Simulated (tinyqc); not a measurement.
Limits of the phonon part: Bloch-Grueneisen resistivity of a metal. Computed by tinyqc, a small Python program. Command: `OMP_NUM_THREADS=1 python tinyqc.py 3003666 3003667 out.jsonl bg walk`. One thread of a shared host (Intel(R) Xeon(R) Processor @ 2.30GHz), about 0.01 s of CPU time with the checks.

Electrons scatter from a Debye spectrum of phonons (n = 5 for scattering within one band, n = 3 for scattering into a second, heavy band) and from static defects.

Inputs (values chosen for the exercise, modelled on silver):

| quantity | value | unit |
|---|---|---|
| exponent n | 5 | - |
| Debye temperature Theta | 212 | K |
| transport coupling lambda_tr | 0.12 | - |
| Drude plasma energy hbar w_p | 8.8 | eV |
| residual resistivity rho_0 | 0.38 | microohm cm |

Addition: none.

Constants: k_B = 1.380649e-23 J/K; hbar = 1.054571817e-34 J s; eps_0 = 8.8541878128e-12 F/m; hbar = 6.582119569e-16 eV s.

Method:
- J_n(y) = int_0^y x^n e^x/(e^x - 1)^2 dx, by 96 Gauss-Legendre points (upper limit at most 60).
- rho_ph = (n - 1) rho_1 (T/Theta)^n J_n(Theta/T), with rho_1 = 2 pi lambda_tr k_B Theta/(hbar eps_0 w_p^2), the high-temperature line at T = Theta.
- Matthiessen's rule: rho = rho_0 + rho_ph.
- Low T: (n - 1) n! zeta(n) rho_1 (T/Theta)^n. High T: rho_1 (T/Theta) [1 - (n - 1)/(12 (n + 1)) (Theta/T)^2].

Resistivities (microohm cm):

| T (K) | rho_ph | low-T law | straight line | line with correction | total rho |
|---|---|---|---|---|---|
| 6.4 | 1.6502e-05 | 1.6502e-05 | 0.0399 | - | 0.3800 |
| 11.0 | 2.4748e-04 | 2.4751e-04 | 0.0686 | - | 0.3802 |
| 17.0 | 2.1503e-03 | 2.1821e-03 | 0.1060 | - | 0.3822 |
| 25.0 | 1.2821e-02 | 1.5008e-02 | 0.1559 | - | 0.3928 |
| 42.0 | 8.2773e-02 | 2.0085e-01 | 0.2620 | - | 0.4628 |
| 74.0 | 3.0228e-01 | 3.4103e+00 | 0.4615 | 0.2511 | 0.6823 |
| 110.0 | 5.6213e-01 | 2.4751e+01 | 0.6861 | 0.5445 | 0.9421 |
| 170.0 | 9.7380e-01 | 2.1821e+02 | 1.0603 | 0.9687 | 1.3538 |
| 250.0 | 1.4986e+00 | 1.5008e+03 | 1.5593 | 1.4970 | 1.8786 |
| 420.0 | 2.5829e+00 | 2.0085e+04 | 2.6196 | 2.5825 | 2.9629 |

The low-T law holds to 10 % up to 17 K, the straight line from 170 K on. The local exponent of rho_ph falls from 5.00 to 1.05. Phonons overtake the residual resistivity between 74.0 and 110 K.

Extremes, crossings and ranges named in words are read from the listed rows.
